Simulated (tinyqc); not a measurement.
# Sheet resistance and Hall data of a diffused or implanted layer, step by step

A worked calculation. Computed by tinyqc, a small Python program that keeps every step. Command: `OMP_NUM_THREADS=1 python tinyqc.py 3030264 3030265 out.jsonl layer walk`. One thread of a shared host (Intel(R) Xeon(R) Processor @ 2.30GHz), about 0.01 s of CPU time with the checks. Intermediate numbers are printed to about 7 digits and carried at full precision; extremes and crossings named in words are read from the listed rows.

Carriers are taken equal to the net active doping down to the junction (full ionisation, which deep dopants in wide-gap hosts do not reach; no spill-over, no depletion), and the Hall factor is 1.

Inputs (values chosen for the exercise, modelled on silicon in GaN):
```
quantity,value,unit
mu_min,55.5,cm^2/(V s)
mu_max,997,cm^2/(V s)
N_ref,2e+17,1/cm^3
exponent alpha,0.97,-
peak concentration N_0,3.5e+17,1/cm^3
length scale l,97,nm
background doping N_B (opposite type),1.2e+16,1/cm^3
probe current I,0.1,mA
magnetic field B,0.5,T
```

Profile: Gaussian at the surface. Activation: complete.

Constants: e = 1.602176634e-19 C.

## Dose and junction depth

N(x) = N_0 exp(-x^2/l^2), dose N_0 l sqrt(pi)/2, junction x_j = l sqrt(ln(N_0/N_B)).

dose = 3.008740e+12 1/cm^2

junction depth x_j = 178.1483 nm

Caution: the layer is not thick against surface and junction depletion widths, which remove carriers that this model counts.

## Profile

Mobility mu = mu_min + (mu_max - mu_min)/(1 + (N_t/N_ref)^alpha), N_t = active doping + N_B; carriers n = active doping - N_B, all dopants active. sigma = e n mu.

Depth, doping, carriers, mobility and conductivity at 2, 10, 20, 35, 50, 65, 80, 90 and 98 % of the layer:
```
x (nm),N (1/cm^3),n (1/cm^3),mu (cm^2/(V s)),sigma (S/cm)
3.5630,3.495281e+17,3.375281e+17,394.6792,21.34345
17.8148,3.383913e+17,3.263913e+17,401.2924,20.98505
35.6297,3.058247e+17,2.938247e+17,422.2427,19.87746
62.3519,2.315365e+17,2.195365e+17,481.4200,16.93329
89.0741,1.506074e+17,1.386074e+17,573.3480,12.73254
115.7964,8.416923e+16,7.216923e+16,686.7330,7.94055
142.5186,4.041481e+16,2.841481e+16,795.1979,3.62018
160.3334,2.277769e+16,1.077769e+16,851.1845,1.46981
174.5853,1.371484e+16,1.714841e+15,883.7494,0.24281
```

The mobility varies by a factor 2.2 across these points and the conductivity by 87.9.

## Sheet values

Integrals from x_0 (0 unless stated) to x_j by the midpoint rule on 400 even intervals: 1/R_s = e int n mu dx; sheet density n_s = int n dx; Hall sheet density (int n mu dx)^2/int n mu^2 dx; Hall mobility int n mu^2 dx/int n mu dx. Mean conductivity 1/(R_s x_j); mean mobility 1/(e n_s R_s).

sheet resistance R_s = 4712.351 ohm

sheet density n_s = 2.766694e+12 1/cm^2

mean mobility = 478.7302 cm^2/(V s)

Hall sheet density = 2.647383e+12 1/cm^2

Hall mobility = 500.3055 cm^2/(V s)

mean conductivity 1/(R_s x_j) = 11.91189 S/cm

Carriers amount to 92.0 % of the dose. A Hall measurement weights the mobile tail and reports 95.7 % of n_s.

## What the probes read

Collinear four-point probe on a large thin layer: V = I R_s ln(2)/pi. Van der Pauw on a symmetric sample: R = R_s ln(2)/pi as well. Hall voltage V_H = I B/(e x Hall sheet density); tangent of the Hall angle V_H/(I R_s).

four-point voltage = 103.9712 mV

Hall voltage = 11.78808 mV

tangent of the Hall angle = 0.02501527

## Shortcuts against the integral

Shortcuts: R_s = 1/(e Q mu) with the dose Q and the mobility at the (active) peak concentration; 1/(e n_s mu) with mu at N_t = n_s/x_j + N_B; 1/(e Q mu_max).

Sheet resistances:
```
method,R_s (ohm),deviation (%)
integral,4712.351,0.00000
"dose, mobility at the peak",5259.723,11.61568
"n_s, mobility at the mean concentration",3979.405,-15.55373
"dose, mu_max",2080.701,-55.84579
```

The closest shortcut is «dose, mobility at the peak» (+11.6 %). The peak mobility is the lowest in the layer, so with full activation it overestimates R_s.

## Stripping the layer step by step

After removing a depth d the integrals start at d. Differences between neighbouring rows give the local conductivity -d(1/R_s)/dx at the middle of the slice (the last slice uses one more step, not listed).

Differential sheet resistance:
```
removed d (nm),R_s (ohm),slice conductivity (S/cm),sigma at mid-slice (S/cm)
0,4712.35,21.23125,21.26293
18,5747.39,20.47328,20.50388
36,7291.81,18.98387,19.01216
54,9711.64,16.82039,16.84449
72,13756.58,14.08719,14.10387
90,21125.77,10.96588,10.97073
108,36235.87,7.73734,7.72719
126,73154.27,4.74801,4.72459
```

R_s doubles after removing between 36.0 and 54.0 nm of a layer 178 nm deep, so half the current flows above that depth. Where sigma exceeds a tenth of its largest listed value, the slice values agree with it within 1 %.

Checks made by the program: conductance integral against adaptive quadrature (relative difference 3e-07).
